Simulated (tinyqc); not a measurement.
A particle near a wafer in liquid: double-layer and van der Waals forces (DLVO), deposition barrier and removal. From barrier height back to Hamaker constant A. Computed by tinyqc, a small Python program. Command: `OMP_NUM_THREADS=1 python tinyqc.py 3111759 3111760 out.jsonl dlvo inv`. One thread of a shared host (Intel(R) Xeon(R) Processor @ 2.30GHz), about 0.01 s of CPU time with the checks.

Sphere and flat wall, Derjaguin approximation, constant potentials in the linear-superposition form, no retardation and no hydration force.

Inputs (values chosen for the exercise, of the order of those for alumina on silica in water):
```
quantity                           value   unit
particle radius R                     51     nm
potential of the particle psi_1      -54     mV
potential of the wafer psi_2         -42     mV
salt concentration c               0.028  mol/L
valence z of the symmetric salt        1      -
temperature T                        343      K
dielectric constant of the liquid   63.7      -
```

Constants: e = 1.602176634e-19 C; N_A = 6.02214076e+23 1/mol; eps_0 = 8.8541878128e-12 F/m; k_B = 1.380649e-23 J/K; k_B = 8.617333262e-05 eV/K.

Method:
- kappa^2 = 2 z^2 e^2 N_A (1000 c)/(eps eps_0 k_B T); gamma_i = tanh(z e psi_i/(4 k_B T)); Z = 64 pi eps eps_0 (k_B T/(z e))^2 gamma_1 gamma_2.
- U(h) = Z R exp(-kappa h) - A R/(6 h); F(h) = -dU/dh = kappa Z R exp(-kappa h) - A R/(6 h^2), positive for repulsion.
- F = 0 reads x^2 exp(-x) = y with x = kappa h and y = A kappa/(6 Z); the left side peaks at x = 2 with 4/e^2 = 0.5413, so roots exist for smaller y: x < 2 is the barrier, x > 2 the secondary minimum.

Problem. A run gave the result below. Find the Hamaker constant A, known to lie between 6.7e-21 and 1.8e-20 J.

barrier height = 76.74762 k_B T

Solution.

Each step takes the trial c = (a f_b - b f_a)/(f_b - f_a), f being the result less the target and a, b, c the logarithms of the listed values; c replaces end b, the old b replaces a if the sign of f changed, and otherwise f_a is halved.

Scan of the range:
```
Hamaker constant A (J)  barrier height (k_B T)
6.70e-21                               93.8131
7.90e-21                               88.8622
9.31e-21                               83.5695
1.10e-20                               77.8099
1.29e-20                               71.9313
1.53e-20                               65.2122
1.80e-20                               58.3930
```

False position (Illinois rule, in the logarithm of the input) inside the bracket:
```
step        end a        end b        trial  barrier height (k_B T)
1     1.10000e-20  1.29000e-20  1.13213e-20                 76.7753
2     1.29000e-20  1.13213e-20  1.13298e-20                 76.7483
3     1.29000e-20  1.13298e-20  1.13302e-20                 76.7469
4     1.13298e-20  1.13302e-20  1.13300e-20                 76.7476
```

Barrier height falls at every point of a 13-point scan of the range (every second point is shown), so one value fits; it is bracketed by 1.10e-20 and 1.29e-20. Answer: Hamaker constant A = 1.133e-20 J.
